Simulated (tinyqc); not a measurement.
## Probe couplings from its potential

Question. One voltage probe p sits between leads L (mu = 1) and R (mu = 0) without magnetic field: mu_p = T_pL/(T_pL + T_pR), T_eff = T_RL + T_pL T_pR/(T_pL + T_pR). Find T_pL and T_pR.

T_RL = 0.26
mu_p = 0.47368421
T_eff = 0.44947368

Answer. T_eff - T_RL equals T_pL (1 - mu_p) and also T_pR mu_p.

T_pL = 0.360
T_pR = 0.400

Computed by the program tinyqc: `OMP_NUM_THREADS=1 python tinyqc.py 2700014 2700015 out.jsonl`, one thread of a shared Intel Xeon 2.30GHz, about 0.01 s for the whole run.
